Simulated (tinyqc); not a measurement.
MOS capacitor on an n-type substrate, surface potential from the exact charge relation: one step of the calculation.

Uniform n-type substrate, Boltzmann statistics, full ionisation, classical densities. psi is the surface potential against the body (positive when the bands bend down) and u = -psi/Vt. Traps are spread evenly over the gap and neutral at flat band, so their charge is -q Dit psi; the minority quasi-Fermi level is shifted by Vb.

Problem. Newton step for the surface potential. u = -psi/Vt; F^2 = exp(-u) + u - 1 + r (exp(u) - u - 1); Qs = +sign(u) Q0 F; Cs = -dQs/dpsi = (Q0/Vt) |1 - exp(-u) + r (exp(u) - 1)|/(2 F). f = Vfb + psi + (q Dit psi - Qs)/Cox - Vg, f' = 1 + (Cs + q Dit)/Cox, psi(new) = psi - f/f'.

Parameters, values chosen for the exercise; band and dielectric values close to those of silicon:
- T = 273 K (temperature)
- Dit = 0 cm^-2 eV^-1 (density of interface traps)
- Vg = -0.85 V (gate voltage against the body)

Constants: q = 1.602176634e-19 C, kB = 1.380649e-23 J/K, Vt = kB T/q. Results are converted to the units shown.

psi at the start = -0.023525320 V
Cox = 1.5696060 uF/cm^2
Vfb = 0.71392485 V
Q0 = 54.210907 nC/cm^2
r = 3.7555876e-18

Wanted: u; F; Qs; Cs; f; f'; psi after iteration 1.

Solution.

u = 1.000
F = 0.6065
Qs = 32.88 nC/cm^2
Cs = 1.201 uF/cm^2
f = 1.519 V
f' = 1.765
psi after iteration 1 = -0.8844 V

tinyqc, about 0.01 s, one thread, Intel Xeon 2.30GHz (shared host): `OMP_NUM_THREADS=1 python tinyqc.py 2060021 2060022 out.jsonl`
